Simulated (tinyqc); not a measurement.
Changing the trap density N_t: admittance spectroscopy and thermally stimulated current of one trap level in a depletion layer. Computed by tinyqc, a small Python program. Command: `OMP_NUM_THREADS=1 python tinyqc.py 3113128 3113129 out.jsonl admit sweep`. One thread of a shared host (Intel(R) Xeon(R) Processor @ 2.30GHz), about 0.01 s of CPU time with the checks.

A Schottky junction on n-type material holds one donor-like electron trap; shallow donors are fully ionised and abrupt depletion edges are assumed.

Inputs (values chosen for the exercise, modelled on n-type GaAs):
```
quantity,value,unit
dielectric constant eps,12.9,-
density-of-states mass m,0.0668,m_0
shallow doping N,1.1e+15,1/cm^3
trap depth E_t below the band,0.309,eV
capture cross section sigma,9.3e-15,cm^2
band bending V_b,0.98,V
test frequency f,100000,Hz
```

Constants: k_B = 1.380649e-23 J/K; m_0 = 9.1093837015e-31 kg; h = 6.62607015e-34 J s; k_B = 8.617333262e-05 eV/K; eps_0 = 8.8541878128e-12 F/m; e = 1.602176634e-19 C.

Method:
- N_c = 2 (2 pi m k_B T/h^2)^(3/2), v_th = sqrt(3 k_B T/m), emission rate e_n = sigma v_th N_c exp(-E_t/(k_B T)).
- Where the level crosses the Fermi level capture equals emission, so the trap follows the signal with the rate 2 e_n; G/omega peaks at omega = 2 e_n (the correction for large N_t/N is left out).
- Solve 2 e_n(T_p) = 2 pi f.
- With E_c - E_F = k_B T_p ln(N_c/N): lambda = sqrt(2 eps eps_0 (E_t - (E_c - E_F))/(e^2 N)); traps are empty and charged for x < x_t = w - lambda, and V_b = e (N w^2 + N_t x_t^2)/(2 eps eps_0). High frequency: C_hf = eps eps_0/w. Low frequency: C_lf = eps eps_0 (N + N_t)/(N w + N_t x_t).

One run for each value:
```
trap density N_t (1/cm^3),step (C_lf - C_hf)/C_hf,small-N_t estimate (N_t/N)(lambda/w),depletion width w (nm)
1.10e+13,0.00416,0.0042,1125.2
2.30e+13,0.00866,0.0088,1123.1
5.00e+13,0.01865,0.0191,1118.6
1.10e+14,0.04016,0.0425,1108.9
2.30e+14,0.08069,0.0903,1090.8
4.80e+14,0.15635,0.1942,1058.2
1.00e+15,0.28714,0.4259,1005.3
2.20e+15,0.51333,1.0176,925.6
```

What does the table show, and why?

Over the rows, step (C_lf - C_hf)/C_hf rises from 0.00416 to 0.513 (exponent d ln y / d ln x 0.99 between the first rows and 0.74 between the last); small-N_t estimate (N_t/N)(lambda/w) rises from 0.00419 to 1.02 (exponent d ln y / d ln x 1.0 between the first rows and 1.1 between the last); depletion width w (nm) falls from 1130 to 926 (exponent d ln y / d ln x -0.0025 between the first rows and -0.10 between the last). At the low end the exponent of step (C_lf - C_hf)/C_hf is 0.99, close to 1: a dilute trap.

Caution (rows 4.80e14, 1.00e15, 2.20e15): N_t/N is not small, so the peak moves away from omega = 2 e_n.

Extremes, crossings and ranges named in words are read from the listed rows.
